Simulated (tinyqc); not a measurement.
Inside a calculation. Method: plane-wave Kohn-Sham cycle with exchange-only LDA in a layered model solid. Computed by tinyqc, a small Python program that keeps every step. Settings: points = 16, plane-wave index or count = 2, electrons = 2, k points = 3, area = 32.0, mixing = 0.1, iteration cap = 68, Kerker q0 = 0.97. Command: `OMP_NUM_THREADS=1 python tinyqc.py 27955 27956 out.jsonl` (the two numbers bound the seeds that draw the settings). One thread of a shared host (Intel(R) Xeon(R) Processor @ 2.60GHz), about 0.02 s of CPU time with the checks. Later iterations appear only in the table of the cycle.

## Iteration 1: potential

A solid whose potential varies along x alone (atomic units):
```
parameter                      value
period a                   14.500000
cross-section of the cell  32.000000
electrons per cell                 2
grid points                       16
plane waves -n..n, n               2
k points                           3
V1 in V1 cos(2 pi x/a)     -0.570000
```

density at the start, on the grid x_j = j a/N (e/bohr^3): 0.004310  0.004310  0.004310  0.004310  0.004310  0.004310  0.004310  0.004310  0.004310  0.004310  0.004310  0.004310  0.004310  0.004310  0.004310  0.004310

V_H(G) = 4 pi rho(G)/G^2 for G != 0 (uniform background); v_x = -(3 rho/pi)^(1/3); V = V_ext + V_H + v_x; Fourier components f(G_m) = (1/N) sum_j f(x_j) exp(-i G_m x_j).

Potentials on the grid (hartree):
```
x          V_ext     V_H      v_x        V
0.0000   -0.5700  0.0000  -0.1603  -0.7303
0.9062   -0.5266  0.0000  -0.1603  -0.6869
1.8125   -0.4031  0.0000  -0.1603  -0.5633
2.7188   -0.2181  0.0000  -0.1603  -0.3784
3.6250         0  0.0000  -0.1603  -0.1603
4.5312    0.2181  0.0000  -0.1603   0.0579
5.4375    0.4031  0.0000  -0.1603   0.2428
6.3438    0.5266  0.0000  -0.1603   0.3664
7.2500    0.5700  0.0000  -0.1603   0.4097
8.1562    0.5266  0.0000  -0.1603   0.3664
9.0625    0.4031  0.0000  -0.1603   0.2428
9.9688    0.2181  0.0000  -0.1603   0.0579
10.8750        0  0.0000  -0.1603  -0.1603
11.7812  -0.2181  0.0000  -0.1603  -0.3784
12.6875  -0.4031  0.0000  -0.1603  -0.5633
13.5938  -0.5266  0.0000  -0.1603  -0.6869
```

V(G_m), m = 0, 1, 2, ... (hartree): -0.1603  -0.2850  0.0000  0.0000  0.0000

## Iteration 1: Hamiltonian at one k

k = 0.0000 2 pi / a

H(m,m') = (k + G_m)^2/2 delta + V(G_m - G_m'), with V(-G) = V(G).

H (hartree):
```
         -2       -1       +0       +1       +2
-2   0.2153  -0.2850   0.0000   0.0000   0.0000
-1  -0.2850  -0.0664  -0.2850   0.0000   0.0000
+0   0.0000  -0.2850  -0.1603  -0.2850   0.0000
+1   0.0000   0.0000  -0.2850  -0.0664  -0.2850
+2   0.0000   0.0000   0.0000  -0.2850   0.2153
```

## Iteration 1: levels at that k

Diagonalise the Hermitian matrix.

eigenvalues (hartree): -0.5682  -0.2434  0.0713  0.3923  0.4856

## Iteration 1: new density

Motion across x is left out: the lowest 1 band(s) hold two electrons at each of the k points (j + 1/2)/nk - 1/2. Residual R = rho(out) - rho(in); rho(new) = rho(in) + 0.1 R, with R(G) scaled by G^2/(G^2 + 0.97^2) (Kerker). rho(out) = 2/(a A nk) sum |psi|^2 with psi = sum c exp(i G x). Harris energy E = band energy - dV sum rho (V_H/2 + v_x) + (3/4) dV sum rho v_x with rho(in), dV = a A/N, band energy = (2/nk) sum of the filled levels.

rho(out) (e/bohr^3): 0.017265  0.014370  0.008095  0.002838  0.000504  0.000029  0.000002  0.000004  0.000016  0.000004  0.000002  0.000029  0.000504  0.002838  0.008095  0.014370

density after iteration 1 (e/bohr^3): 0.004723  0.004584  0.004309  0.004142  0.004150  0.004223  0.004272  0.004292  0.004298  0.004292  0.004272  0.004223  0.004150  0.004142  0.004309  0.004584

energy per cell = -1.053995 hartree

## Iteration 2: potential

As before.

Potentials on the grid (hartree):
```
x          V_ext       V_H      v_x        V
0.0000   -0.5700    0.0118  -0.1652  -0.7234
0.9062   -0.5266    0.0098  -0.1636  -0.6804
1.8125   -0.4031    0.0051  -0.1602  -0.5582
2.7188   -0.2181  2.80e-04  -0.1581  -0.3760
3.6250         0   -0.0029  -0.1582  -0.1612
4.5312    0.2181   -0.0046  -0.1592   0.0544
5.4375    0.4031   -0.0052  -0.1598   0.2380
6.3438    0.5266   -0.0055  -0.1600   0.3611
7.2500    0.5700   -0.0056  -0.1601   0.4043
8.1562    0.5266   -0.0055  -0.1600   0.3611
9.0625    0.4031   -0.0052  -0.1598   0.2380
9.9688    0.2181   -0.0046  -0.1592   0.0544
10.8750        0   -0.0029  -0.1582  -0.1612
11.7812  -0.2181  2.80e-04  -0.1581  -0.3760
12.6875  -0.4031    0.0051  -0.1602  -0.5582
13.5938  -0.5266    0.0098  -0.1636  -0.6804
```

V(G_m), m = 0, 1, 2, ... (hartree): -0.1602  -0.2817  0.0004  -0.0002  -0.0001

## Iteration 2: Hamiltonian at one k

k = 0.0000 2 pi / a

As before.

H (hartree):
```
         -2       -1       +0       +1       +2
-2   0.2153  -0.2817   0.0004  -0.0002  -0.0001
-1  -0.2817  -0.0664  -0.2817   0.0004  -0.0002
+0   0.0004  -0.2817  -0.1602  -0.2817   0.0004
+1  -0.0002   0.0004  -0.2817  -0.0664  -0.2817
+2  -0.0001  -0.0002   0.0004  -0.2817   0.2153
```

## Iteration 2: levels at that k

As before.

eigenvalues (hartree): -0.5624  -0.2406  0.0703  0.3892  0.4812

## Iteration 2: new density

As before.

rho(out) (e/bohr^3): 0.017235  0.014353  0.008102  0.002854  0.000513  0.000030  0.000002  0.000004  0.000016  0.000004  0.000002  0.000030  0.000513  0.002854  0.008102  0.014353

density after iteration 2 (e/bohr^3): 0.005118  0.004847  0.004312  0.003985  0.003996  0.004137  0.004232  0.004272  0.004285  0.004272  0.004232  0.004137  0.003996  0.003985  0.004312  0.004847

energy per cell = -1.042608 hartree

## Convergence

Stop when sqrt(dV sum R^2) is below 1e-8, dV = a A/N.

Course of the cycle:
```
iteration  E (hartree)  norm of the residual
1            -1.053995              1.28e-01
2            -1.042608              1.24e-01
3            -1.031499              1.21e-01
4            -1.020694              1.18e-01
5            -1.010210              1.15e-01
6            -1.000055              1.12e-01
7            -0.990234              1.10e-01
8            -0.980745              1.07e-01
9            -0.971584              1.04e-01
10           -0.962748              1.02e-01
11           -0.954228              9.95e-02
...                ...                   ...
58           -0.773657              3.84e-02
59           -0.772386              3.76e-02
60           -0.771167              3.69e-02
61           -0.769997              3.62e-02
62           -0.768875              3.55e-02
63           -0.767800              3.48e-02
64           -0.766768              3.42e-02
65           -0.765779              3.35e-02
66           -0.764830              3.29e-02
67           -0.763921              3.23e-02
68           -0.763049              3.16e-02
```

Not converged within 68 iterations: the residual falls steadily but slowly, by a factor of about 0.98 a step. Reruns (cap 100 unless said): mixing 0.5, Kerker q0 1.0: not converged; mixing 0.3, Pulay depth 5: converged in 12 (E = -0.74427); the original settings with a cap of 400: not converged.
